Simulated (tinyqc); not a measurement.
# Sputter depth profiling of a dopant layer: erosion rate, quantification and the mixing-roughness response, step by step

A worked calculation. Computed by tinyqc, a small Python program that keeps every step. Command: `OMP_NUM_THREADS=1 python tinyqc.py 3004041 3004042 out.jsonl sims walk`. One thread of a shared host (Intel(R) Xeon(R) Processor @ 2.30GHz), about 0.01 s of CPU time with the checks. Intermediate numbers are printed to about 7 digits and carried at full precision; extremes and crossings named in words are read from the listed rows.

A rastered ion beam erodes silicon (49.94 atoms per nm^3). The measured profile is the true one convolved with a depth response.

Inputs (values chosen for the exercise, modelled on a dopant in silicon under an oxygen or caesium beam): beam energy E = 0.37 keV; beam current = 400 nA; raster side = 500 um; sputter yield at 1 keV = 0.78; mixing length at 1 keV = 2.1 nm; roughness sigma = 0.38 nm; depth of the layer z0 = 40 nm; sheet density Q = 3.4e+12 1/cm^2; relative sensitivity factor RSF = 2.2e+21 1/cm^3; matrix count rate = 2.5e+06 1/s; background count rate = 0.35 1/s; counting time per point = 2 s; level that defines the junction C_B = 4e+16 1/cm^3.

True profile: delta layer.

Constants: e = 1.602176634e-19 C.

## Erosion and sensitivity

Scaling chosen for the exercise: yield Y = Y1 E^0.5, mixing length w = w1 E^0.5 (E in keV). Erosion rate = Y I/(e x raster^2 x density); depth step = rate x counting time; concentration = RSF x counts/matrix counts; detection limit = RSF x 3 sqrt(background x time)/(matrix rate x time).

yield Y = 0.4744555

mixing length w = 1.277380 nm

erosion rate = 0.09487603 nm/s

depth step = 0.1897521 nm

detection limit = 1.104391e+15 1/cm^3

Caution: with so few background counts Poisson statistics, not 3 sqrt(N), set the true limit.

## Measured shape

Mixing alone turns a layer at z0 into (1/w) exp(-(z - z0 + w)/w) for z > z0 - w; roughness adds a Gaussian of width sigma. With x = z - z0 + w: g(x) = (1/(2w)) exp(sigma^2/(2 w^2) - x/w) erfc((sigma/w - x/sigma)/sqrt2), and its integral G(x) = (1/2) erfc(-x/(sigma sqrt2)) - w g(x). Measured: Q g(x), 1 nm = 1e-7 cm. Find the maximum, the full width at half maximum and the deep point where the profile falls to C_B; far down, the trailing edge decays by w ln(10) per decade.

depth of the maximum = 39.20563 nm

peak concentration = 1.591392e+19 1/cm^3

full width at half maximum = 1.733346 nm

apparent junction depth = 47.08266 nm

trailing slope = 2.941276 nm/decade

The true deep edge lies at 40 nm, so the junction appears 7.08 nm too deep.

## Moments

Convolution adds means and variances: the response has mean 0 (shift -w plus exponential mean w) and variance w^2 + sigma^2; a delta layer adds none.

centroid = 40 nm

standard deviation = 1.332704 nm

maximum minus centroid = -0.7943729 nm

The centroid stays at the true position while the maximum lies nearer the surface, so depth is read from the centroid.

## Points of the profile

Counts = concentration x matrix rate x time/RSF + background x time; relative noise 1/sqrt(counts). Depths are z0 - w + k (w + sigma), k = -0.5, 0, 0.5, 1, 2, 3, 5, 8, 12.

Profile:
```
k       z (nm)  measured (1/cm^3)        counts  relative noise
-0.5  37.89393       3.513679e+17  7.992633e+02        0.035372
0.0   38.72262       1.065686e+19  2.422084e+04        0.006425
0.5   39.55131       1.410840e+19  3.206525e+04        0.005584
1.0   40.38000       7.601075e+18  1.727587e+04        0.007608
2.0   42.03738       2.076803e+18  4.720708e+03        0.014554
3.0   43.69476       5.674209e+17  1.290293e+03        0.027839
5.0   47.00952       4.235699e+16  9.696589e+01        0.101552
8.0   51.98166       8.638828e+14  2.663370e+00        0.612751
12.0  58.61118       4.813871e+12  7.109406e-01        1.185996
```

## Beam energy: resolution against speed

Width = full width at half maximum; the apparent junction is the deep point where the profile falls to C_B; time to profile to twice z0 = 2 z0/erosion rate, at fixed current.

Measured values:
```
E (keV)    w (nm)  peak (1/cm^3)  width (nm)  apparent junction (nm)  time (min)
0.15     0.813327   2.055327e+19    1.400542                44.92958    22.07178
0.25     1.050000   1.789502e+19    1.569363                46.05003    17.09673
0.50     1.484924   1.445417e+19    1.883840                47.99278    12.08921
1.00     2.100000   1.137183e+19    2.330706                50.54131     8.54837
2.00     2.969848   8.748256e+18    2.960132                53.85408     6.04461
4.00     4.200000   6.605926e+18    3.843760                58.11983     4.27418
8.00     5.939697   4.913629e+18    5.083822                63.55461     3.02230
```

From the highest to the lowest energy the width goes from 5.08 to 1.40 nm, towards the floor set by roughness, 2.355 sigma = 0.89 nm, and the junction error from 23.6 to 4.93 nm, at 7.3 times the time. Extrapolating the tail slope to zero energy separates mixing from real diffusion. Caution: the surface transient, segregation under the beam and the growth of roughness with depth are left out, and real yields fall faster near the sputter threshold.

Checks made by the program: dose under the measured profile (relative difference below 1e-10).
